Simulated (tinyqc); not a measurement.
Surface orientation and number of bands: six-band hole subbands of a thin body in a field.

Basis X, Y, Z times spin, hole energies counted downwards from the unstrained edge (the hydrostatic shift is left out), c = hbar^2/2m0. For a symmetric tensor T let C(T) have C_XX = L Txx + M (Tyy + Tzz), C_XY = N Txy (cyclic), L = c (g1 + 4 g2), M = c (g1 - 2 g2), N = 6 c g3. k = q + kz n, n the unit normal, q = k1 u + k2 v with u along the channel [1-10] and v = n x u. H = C(k k^T) + (Dso/3)(1 - L.sigma) - B + e F z with (L_k)_ij = -i epsilon_kij; B is the block C built from the traceless strain with 2b, -b and sqrt(3) d in place of L, M, N. Strain: exx = eyy = (s11 + s12) sx/2, ezz = s12 sx, exy = -s44 sx/4. Hard walls at z = 0 and t; basis sin(j pi z/t), j = 1 to Nz: kz^2 = (j pi/t)^2, kz = -i D with D_jl = 4 j l/(t (j^2 - l^2)), z_jj = t/2 and z_jl = -8 t j l/(pi (j^2 - l^2))^2 for j + l odd; 1 MV/cm = 0.01 eV/angstrom.

Nz = 14. E1 is the top subband at q = 0, gap the distance to the next pair, and the masses are c q^2/(E(q) - E1) at |q| = 0.02 1/angstrom (mean of the spin pair) along the channel [1-10] and across it in the plane; a dash marks a band that does not rise.

Constants: hbar^2/2m0 = 3.80998211 eV angstrom^2.

Parameters, chosen for this exercise (near those of a p-type Si channel; the results hold for these values, not for the real material):

| symbol | value | unit | meaning |
|---|---|---|---|
| g1 | 4.29 |  | Luttinger gamma1 |
| g2 | 0.34 |  | gamma2 |
| g3 | 1.44 |  | gamma3 |
| Dso | 0.044 | eV | spin-orbit splitting |
| b | -2.11 | eV | tetragonal potential |
| d | -4.82 | eV | trigonal potential |
| S | (7.76, -2.18, 12.69) | 1/TPa | compliances s11, s12, s44 |
| t | 70 | angstrom | body thickness |
| F | 0.8 | MV/cm | field across the body |
| sx | 1 | GPa | stress along the channel [1-10], negative in compression |

Three faces, six bands; and four bands, with Dso set to 1000 eV.

Results:

| case | E1 (meV) | gap (meV) | m channel | m across |
|---|---|---|---|---|
| (001) 6 bands | 215.7 | 32.1 | 2.594 | 0.210 |
| (001) 4 bands | 221.4 | 30.7 | 1.553 | 0.182 |
| (110) 6 bands | 148.4 | 63.3 | 0.117 | 0.278 |
| (110) 4 bands | 188.8 | 75.6 | 0.158 | 0.314 |
| (111) 6 bands | 155.0 | 61.8 | 0.621 | 0.158 |
| (111) 4 bands | 170.6 | 101.2 | 0.212 | 0.179 |

With six bands the top subband is shallowest on (110) (148.4 meV) and deepest on (001). Without the stress E1 would be 224.1, 112.1 and 163.8 meV, so the stress moves it by -8.4, 36.3 and -8.8 meV. The lightest channel mass is on (110) (0.117 m0). Dropping the split-off band moves E1 by 5.6, 40.4 and 15.6 meV and the gap by -1.5, 12.3 and 39.4 meV on the three faces, with Dso = 44 meV.

Program tinyqc; command `OMP_NUM_THREADS=1 python tinyqc.py 1252356 1252357 out.jsonl`; about 0.4 s on one thread of a shared Intel(R) Xeon(R) Processor @ 2.30GHz.
